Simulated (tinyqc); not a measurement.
# Memristor with linear dopant drift, Joglekar window: effect of the window exponent on the first half period

A film of thickness D has a doped share x: R = Ron x + Roff (1 - x), i = v/R, dx/dt = k i F with k = mv Ron/D^2 and F = 1 - (2 x - 1)^(2 p). The drive is v = V0 sin(2 pi f t). The model has no threshold and no heating.

The equation is integrated to convergence over the first half period; the lobe area is the integral of i dv, down branch less up branch.

Values chosen for this exercise: resistance of the fully doped film Ron = 50 ohm; resistance of the undoped film Roff = 40000 ohm; film thickness D = 8 nm; dopant mobility mv = 6.3e-15 m^2/(V s); doped share at t = 0 x0 = 0.11; amplitude V0 = 1.1 V; frequency f = 0.14 Hz.

Result of one run:
```
x at half period	R0/R(half period)	peak i (uA)	lobe area (uW)
0.5514	1.981	40.65	9.891
```

Which window exponent p gave this result: 1, 3, 5, 8 or 12?

p = 3.

The whole series:
```
p	x at half period	R0/R(half period)	peak i (uA)	lobe area (uW)
1	0.3765	1.427	35.00	4.465
2	0.5117	1.821	38.95	8.413
3	0.5514	1.981	40.65	9.891
5	0.5730	2.081	41.64	10.74
8	0.5784	2.108	41.89	10.95
12	0.5792	2.112	41.93	10.98
```

As p goes from 1 to 12, x at half period rises from 0.377 to 0.579, the resistance ratio rises from 1.43 to 2.11 and the lobe area rises from 4.47 to 11.0 uW.

Numbers from tinyqc (`OMP_NUM_THREADS=1 python tinyqc.py 2880066 2880067 out.jsonl`; about 0.2 s on one thread of a shared Intel Xeon 2.30GHz).
